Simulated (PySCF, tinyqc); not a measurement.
LCCD on RHF in the sto-3g basis, for H6, spin multiplicity 1, step by step. The lowest restricted solution is unstable here: a spin-polarised one lies 0.0329 hartree lower (PySCF). One step of it, computed by the program tinyqc.

Task: LCCD: starting amplitudes. t_ij^ab = <ij||ab> / (e_i + e_j - e_a - e_b), whose energy is MP2.

orbital energies (hartree): MO1 -0.614103, MO2 -0.496054, MO3 -0.292926, MO4 0.154835, MO5 0.507332, MO6 0.850956

Two-electron integrals over orbitals (pq|rs), unique and non-zero (hartree):
```
(11|11) 0.410373    (21|21) 0.134197    (22|11) 0.333558    (22|22) 0.358966
(31|11) -0.075822   (31|22) 0.023396    (31|31) 0.096578    (32|21) 0.092432
(32|32) 0.118653    (33|11) 0.338923    (33|22) 0.326884    (33|31) -0.015098
(33|33) 0.349097    (41|21) -0.052891   (41|32) 0.019455    (41|41) 0.078059
(42|11) -0.080559   (42|22) -0.015741   (42|31) 0.061110    (42|33) 0.003536
(42|42) 0.088292    (43|21) 0.086387    (43|32) 0.086062    (43|41) -0.007287
(43|43) 0.117931    (44|11) 0.345380    (44|22) 0.331807    (44|31) -0.016208
(44|33) 0.345509    (44|42) -0.006341   (44|44) 0.357283    (51|11) 0.004060
(51|22) 0.037250    (51|31) 0.034317    (51|33) -0.017921   (51|42) -0.025525
(51|44) -0.010587   (51|51) 0.057830    (52|21) 0.047544    (52|32) 0.002593
(52|41) -0.049902   (52|43) -0.034624   (52|52) 0.086765    (53|11) 0.081735
(53|22) 0.016241    (53|31) -0.062463   (53|33) 0.004997    (53|42) -0.082256
(53|44) 0.002157    (53|51) 0.019239    (53|53) 0.087748    (54|21) -0.096031
(54|32) -0.113810   (54|41) -0.011074   (54|43) -0.087784   (54|52) -0.005149
(54|54) 0.121527    (55|11) 0.349176    (55|22) 0.366819    (55|31) 0.015218
(55|33) 0.340796    (55|42) -0.019558   (55|44) 0.347708    (55|51) 0.035077
(55|53) 0.020674    (55|55) 0.390545    (61|21) 0.001531    (61|32) -0.026754
(61|41) -0.029379   (61|43) 0.039976    (61|52) -0.037884   (61|54) 0.024621
(61|61) 0.071618    (62|11) -0.004176   (62|22) -0.036610   (62|31) -0.033218
(62|33) 0.012484    (62|42) 0.020896    (62|44) 0.014615    (62|51) -0.053463
(62|53) -0.022986   (62|55) -0.036609   (62|62) 0.055687    (63|21) -0.052128
(63|32) 0.013648    (63|41) 0.072653    (63|43) -0.007976   (63|52) -0.049810
(63|54) -0.014596   (63|61) -0.027814   (63|63) 0.076741    (64|11) -0.078840
(64|22) 0.017493    (64|31) 0.094275    (64|33) -0.017219   (64|42) 0.063344
(64|44) -0.018781   (64|51) 0.032389    (64|53) -0.065074   (64|55) 0.017812
(64|62) -0.033307   (64|64) 0.102625    (65|21) -0.137781   (65|32) -0.098259
(65|41) 0.052971    (65|43) -0.092319   (65|52) -0.049259   (65|54) 0.103635
(65|61) -0.001481   (65|63) 0.056639    (65|65) 0.154666    (66|11) 0.435613
(66|22) 0.355838    (66|31) -0.080631   (66|33) 0.363623    (66|42) -0.086793
(66|44) 0.372642    (66|51) 0.004433    (66|53) 0.090722    (66|55) 0.381234
(66|62) -0.005235   (66|64) -0.089099   (66|66) 0.485924
```

Give: Starting amplitudes; correlation energy.

Result:

Starting amplitudes (spin orbitals 1a, 1b, ...; amplitudes related by a flip of all spins are not repeated; the 24 largest):
```
from      to        t
3a 3b  4a 4b  -0.1317
2a 2b  4a 4b  -0.0678
2a 3b  4a 5b   0.0567
3a 3b  5a 5b  -0.0548
1a 1b  4a 4b  -0.0508
2a 2b  5a 5b  -0.0432
1a 3b  4a 6b  -0.0380
3a 3b  6a 6b  -0.0335
2a 3a  4a 5a   0.0328
1a 2b  4a 5b   0.0282
1a 1b  5a 5b  -0.0258
1a 1b  6a 6b  -0.0244
2a 3b  4b 5a  -0.0239
2a 3b  5a 6b   0.0232
1a 2b  5a 6b   0.0217
1a 3b  4b 6a   0.0209
2a 2b  6a 6b  -0.0207
1a 3a  4a 6a  -0.0171
1a 2b  5b 6a  -0.0153
1a 2b  4b 5a  -0.0144
1a 2a  4a 5a   0.0138
1a 1b  4a 6b   0.0132
2a 3a  5a 6a   0.0125
2a 3b  5b 6a  -0.0107
```

correlation energy = -0.077140 hartree
